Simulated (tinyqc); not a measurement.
Two channel transmissions from conductance and noise.

Question. A contact has two spin-degenerate channels: G = (2 q^2/h)(T1 + T2), Fano factor F = [T1 (1 - T1) + T2 (1 - T2)]/(T1 + T2), T1 > T2. Find T1 and T2.

G in units of 2 q^2/h = 1.13
Fano factor = 0.34539823

Answer. With g = T1 + T2, T1^2 + T2^2 = g (1 - F), so (T1 - T2)^2 = 2 g (1 - F) - g^2.

T1 = 0.7900
T2 = 0.3400

Computed by the program tinyqc: `OMP_NUM_THREADS=1 python tinyqc.py 2740031 2740032 out.jsonl`, one thread of a shared Intel Xeon 2.30GHz, about 0.04 s for the whole run.
